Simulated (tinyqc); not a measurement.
Longitudinal sound in a periodic multilayer: transfer matrices, stop bands and folded phonons: one step, computed by the program tinyqc. Command: `OMP_NUM_THREADS=1 python tinyqc.py 3012170 3012171 out.jsonl multilayer walk`. One thread of a shared host (Intel(R) Xeon(R) Processor @ 2.30GHz), about 0.01 s of CPU time with the checks.

Layers 1 and 2 repeat with period d = d_1 + d_2; waves travel normal to the layers, without loss. State vector (u, s): displacement u and stress divided by omega. Impedances Z = rho v are in 1e6 kg/(m^2 s).

Question. Impedances, mean velocity and Bragg frequency. Z = rho v; interface reflection r = (Z_2 - Z_1)/(Z_2 + Z_1) (stress amplitude, from 1 into 2); Bragg frequency f_B = 1/[2 (d_1/v_1 + d_2/v_2)]; long-wave velocity v_eff = d/sqrt[(d_1/v_1)^2 + (d_2/v_2)^2 + (Z_1/Z_2 + Z_2/Z_1)(d_1/v_1)(d_2/v_2)].

Inputs (values chosen for the exercise, modelled on aluminium (layer 1), tungsten (layer 2) and silica (substrate)):

| quantity | value | unit |
|---|---|---|
| density rho_1 | 2.74 | g/cm^3 |
| velocity v_1 | 6510 | m/s |
| thickness d_1 | 18.4 | nm |
| density rho_2 | 19 | g/cm^3 |
| velocity v_2 | 5190 | m/s |
| thickness d_2 | 15 | nm |
| substrate density | 2.24 | g/cm^3 |
| substrate velocity | 5860 | m/s |

Give: Z_1; Z_2; Z of the substrate; interface reflection r; Bragg frequency f_B; long-wave velocity v_eff.

Answer.

Z_1 = 17.8374

Z_2 = 98.61

Z of the substrate = 13.1264

interface reflection r = 0.6936

Bragg frequency f_B = 87.46 GHz

long-wave velocity v_eff = 4209 m/s
